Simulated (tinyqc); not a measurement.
Electron continuity equation in a given potential, Scharfetter-Gummel discretisation: one step of the calculation.

Steady state in one dimension: J = q mu n E + q D dn/dx with E = -dpsi/dx and D = mu Vt, dJ/dx = 0, fixed densities nL and nR at the ends. The potential is given, psi = U x/L, and is not changed by the electrons.

Problem. Densities and current. B(d) = d/(exp(d) - 1) with d_i = (psi_(i+1) - psi_i)/Vt; b and f are the diagonal and right side of the balance equations. Solve B(-d_(i-1)) n_(i-1) + b_i n_i + B(d_i) n_(i+1) = f_i (end values already in f), then J_i = (q D/h) [n_(i+1) B(d_i) - n_i B(-d_i)], h = L/10, D = mu Vt.

Values chosen for this exercise; mobility close to that of silicon at room temperature:

| symbol | value | unit | meaning |
|---|---|---|---|
| T | 300 | K | temperature |
| mu | 1360 | cm^2/(V s) | electron mobility |
| L | 0.57 | um | length of the region |
| nL | 2e14 | cm^-3 | density at x = 0 |
| nR | 0 | cm^-3 | density at x = L |

Constants: q = 1.602176634e-19 C, kB = 1.380649e-23 J/K, Vt = kB T/q. Results are converted to the units shown.

```
interval      B(d_i)    B(-d_i)
0         0.78580080  1.2499815
1         0.78580080  1.2499815
2         0.78580080  1.2499815
3         0.78580080  1.2499815
4         0.78580080  1.2499815
5         0.78580080  1.2499815
6         0.78580080  1.2499815
7         0.78580080  1.2499815
8         0.78580080  1.2499815
9         0.78580080  1.2499815
```

```
node  diagonal b  right side f (cm^-3)
1     -2.0357823         -2.4999630e14
2     -2.0357823                     0
3     -2.0357823                     0
4     -2.0357823                     0
5     -2.0357823                     0
6     -2.0357823                     0
7     -2.0357823                     0
8     -2.0357823                     0
9     -2.0357823                     0
```

Find: n; J.

Solution.

n, node 0 to 10 (cm^-3): 2.000e14  1.988e14  1.970e14  1.941e14  1.895e14  1.821e14  1.704e14  1.518e14  1.221e14  7.499e13  0
J, interval 0 to 9 (A/cm^2): -92.64  -92.64  -92.64  -92.64  -92.64  -92.64  -92.64  -92.64  -92.64  -92.64

Program tinyqc, `OMP_NUM_THREADS=1 python tinyqc.py 2220109 2220110 out.jsonl`; Intel Xeon 2.30GHz, shared host, one thread, about 0.01 s.
